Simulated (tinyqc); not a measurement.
# Changing the temperature T

Model: space-charge-limited current through a thin insulating or semi-insulating film with traps. Computed by tinyqc, a small Python program. Command: `OMP_NUM_THREADS=1 python tinyqc.py 3030924 3030925 out.jsonl sclc sweep`. One thread of a shared host (Intel(R) Xeon(R) Processor @ 2.30GHz), about 0.01 s of CPU time with the checks.

One ohmic injecting contact at x = 0 (field zero), drift only, non-degenerate free carriers.

Inputs (values chosen for the exercise, modelled on semi-insulating GaAs):

| quantity | value | unit |
|---|---|---|
| permittivity eps | 12.9 | - |
| band mobility mu | 5000 | cm^2/(V s) |
| effective density of states N_c | 4.3e+17 | 1/cm^3 |
| trap density N_t | 2e+15 | 1/cm^3 |
| equilibrium Fermi level below the band edge, E_0 | 0.55 | eV |
| thickness d | 1100 | nm |
| free density at the anode, in units of N_c | 4.9e-07 | - |
| characteristic temperature T_c | 1200 | K |

Traps: exponential tail.

Constants: k_B = 8.617333262e-05 eV/K; e = 1.602176634e-19 C; eps_0 = 8.8541878128e-12 F/m.

Method:
- Free density n_0 = N_c exp(-E_0/k_B T) in equilibrium; trapped density n_t(n) = N_t (n/N_c)^(T/T_c) (the low-temperature form).
- theta = n/(n + n_t) at the anode density; trap-filled-limit voltage V_TFL = e (N_t - n_t(n_0)) d^2/(2 eps eps_0).
- J = e mu n F and (eps eps_0/e) dF/dx = n - n_0 + n_t(n) - n_t(n_0) = rho(n). With F = J/(e mu n): d = (eps eps_0 J/(e^2 mu)) I_1 and V = (eps eps_0 J^2/(e^3 mu^2)) I_2, I_k = int_(n_L)^infinity dn/(n^(k+1) rho(n)), n_L the density at the anode; with u = n_L/n, 200 Gauss-Legendre points in t, u = 1 - (1 - t)^2.
- Anode field J/(e mu n_L); Mott-Gurney current (9/8) eps eps_0 mu V^2/d^3; ohmic current e n_0 mu V/d.

One run for each value:

| temperature T (K) | theta | voltage V (V) | current density J (A/cm^2) | n_0 (1/cm^3) |
|---|---|---|---|---|
| 200 | 0.00119 | 0.1818 | 0.5155 | 5.944e+03 |
| 236 | 0.00183 | 0.1193 | 0.3335 | 7.731e+05 |
| 271 | 0.00280 | 0.0782 | 0.2152 | 2.542e+07 |
| 307 | 0.00432 | 0.0495 | 0.1337 | 4.023e+08 |
| 343 | 0.00666 | 0.0301 | 0.0795 | 3.566e+09 |
| 379 | 0.01026 | 0.0170 | 0.0432 | 2.088e+10 |
| 414 | 0.01558 | 0.0079 | 0.0188 | 8.672e+10 |

What does the table show, and why?

Over the rows, theta rises from 0.00119 to 0.0156 (exponent d ln y / d ln x 2.6 between the first rows and 4.7 between the last); voltage V (V) falls from 0.182 to 0.00790 (exponent d ln y / d ln x -2.5 between the first rows and -8.6 between the last); current density J (A/cm^2) falls from 0.516 to 0.0188 (exponent d ln y / d ln x -2.6 between the first rows and -9.4 between the last). The anode density is held fixed; heating frees trapped charge, so less voltage is needed for it. Left out: 450 (the anode density is below the equilibrium density).

Caution (rows 236, 271, 307, 343, 379, 414): V is below 10 k_B T/e, where diffusion from the contact, left out here, dominates.
